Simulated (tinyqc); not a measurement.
Carrier statistics of a doped semiconductor with parabolic bands, step by step. Values are carried at full precision from step to step, so a last printed digit may differ when a step is redone from the rounded ones.

Constants: kB = 8.617333262e-05 eV/K; hbar^2/2m0 = 3.80998211 eV angstrom^2.

Values chosen for the exercise (near those of Si; not measured data):

| symbol | value | unit | meaning |
|---|---|---|---|
| Eg0 | 1.171 | eV | gap at 0 K |
| al | 0.000483 | eV/K | Varshni alpha |
| be | 649 | K | Varshni beta |
| T | 270 | K |  |
| ml | 0.923 | m0 | longitudinal electron mass |
| mt | 0.195 | m0 | transverse electron mass |
| Mv | 6 |  | equivalent valleys |
| mhh | 0.547 | m0 | heavy-hole mass |
| mlh | 0.149 | m0 | light-hole mass |
| ND | 1e+17 | 1/cm^3 | donors |
| NA | 2.1e+17 | 1/cm^3 | acceptors |
| ED | 0.0458 | eV | donor level below Ec |
| EA | 0.0452 | eV | acceptor level above Ev |

## Gap and thermal energy

Eg(T) = Eg0 - al T^2/(T + be) (Varshni).

Eg = 1.13269 eV
kT = 0.023267 eV

The gap has shrunk by 38.3 meV from 0 K and is 48.7 kT wide.

## Effective densities of states

m_de = Mv^(2/3) (ml mt^2)^(1/3); m_dh = (mhh^(3/2) + mlh^(3/2))^(2/3); N = 2 (m kB T/(4 pi c))^(3/2) with c = hbar^2/2m0, in 1/angstrom^3; times 1e24 for 1/cm^3.

m_de = 1.0811 m0
m_dh = 0.5977 m0
Nc = 2.4084e+19 1/cm^3
Nv = 9.9003e+18 1/cm^3

The light holes supply 12.4 % of Nv, and Nc/Nv = 2.43.

## Intrinsic density and level

With Boltzmann statistics ni = sqrt(Nc Nv) exp(-Eg/2kT) and Ei = Eg/2 + (kT/2) ln(Nv/Nc), counted from Ev.

ni = 4.14e+08 1/cm^3
Ei = 0.5560 eV

Ei lies 10.3 meV below midgap, towards the band with the smaller density of states.

## Neutrality by bisection

Energies are counted from Ev, so Ec = Eg. n = Nc F_1/2((EF - Eg)/kT), p = Nv F_1/2(-EF/kT), ND+ = ND/(1 + 2 exp((EF - Eg + ED)/kT)), NA- = NA/(1 + 4 exp((EA - EF)/kT)); neutrality asks p + ND+ = n + NA-. F_j(eta) = (1/Gamma(j + 1)) integral_0^infinity x^j dx/(1 + exp(x - eta)), which tends to exp(eta) for eta << 0.

Start from the bracket [-0.2 eV, Eg + 0.2 eV]; at the midpoint EF take the sign of p + ND+ - n - NA-; where it is positive EF must rise. Fourteen steps are shown.

Bisection (eV, 1/cm^3):

| step | low | high | EF | n | p | ND+ | NA- | sign |
|---|---|---|---|---|---|---|---|---|
| 1 | -0.20000 | 1.33269 | 0.56634 | 6.46e+08 | 2.66e+08 | 1.00e+17 | 2.10e+17 | - |
| 2 | -0.20000 | 0.56634 | 0.18317 | 45.5 | 3.77e+15 | 1.00e+17 | 2.08e+17 | - |
| 3 | -0.20000 | 0.18317 | -0.00841 | 0.0121 | 1.00e+19 | 1.00e+17 | 5.11e+15 | + |
| 4 | -0.00841 | 0.18317 | 0.08738 | 0.742 | 2.30e+17 | 1.00e+17 | 1.27e+17 | + |
| 5 | 0.08738 | 0.18317 | 0.13528 | 5.81 | 2.95e+16 | 1.00e+17 | 1.94e+17 | - |
| 6 | 0.08738 | 0.13528 | 0.11133 | 2.08 | 8.25e+16 | 1.00e+17 | 1.70e+17 | + |
| 7 | 0.11133 | 0.13528 | 0.12330 | 3.47 | 4.94e+16 | 1.00e+17 | 1.84e+17 | - |
| 8 | 0.11133 | 0.12330 | 0.11731 | 2.69 | 6.38e+16 | 1.00e+17 | 1.78e+17 | - |
| 9 | 0.11133 | 0.11731 | 0.11432 | 2.36 | 7.25e+16 | 1.00e+17 | 1.74e+17 | - |
| 10 | 0.11133 | 0.11432 | 0.11282 | 2.21 | 7.74e+16 | 1.00e+17 | 1.72e+17 | + |
| 11 | 0.11282 | 0.11432 | 0.11357 | 2.29 | 7.49e+16 | 1.00e+17 | 1.73e+17 | + |
| 12 | 0.11357 | 0.11432 | 0.11395 | 2.32 | 7.37e+16 | 1.00e+17 | 1.74e+17 | - |
| 13 | 0.11357 | 0.11395 | 0.11376 | 2.30 | 7.43e+16 | 1.00e+17 | 1.74e+17 | + |
| 14 | 0.11376 | 0.11395 | 0.11385 | 2.31 | 7.40e+16 | 1.00e+17 | 1.74e+17 | + |

Each step halves the bracket, which is 0.187 meV wide at the last row.

## The neutral state

Solve the neutrality condition for EF to convergence.

EF = 0.1139 eV
n = 2.32 1/cm^3
p = 7.38e+16 1/cm^3
ND+ = 1.00e+17 1/cm^3
NA- = 1.74e+17 1/cm^3

The material is p-type; 82.7 % of the acceptors are ionised. EF lies 4.90 kT inside the gap from the valence edge, so Boltzmann statistics would serve; n p/(Nc Nv exp(-Eg/kT)) = 0.997.

## Checks

- F_1/2(1) by the trapezoid rule against adaptive quadrature: both 1.575641.
- Positive against negative charge at the solution (1/cm^3): both 1.73768e+17.

Run: tinyqc, `OMP_NUM_THREADS=1 python tinyqc.py 1650082 1650083 out.jsonl`; Intel(R) Xeon(R) Processor @ 2.30GHz, one thread, shared host; about 0.01 s of CPU time with all checks.
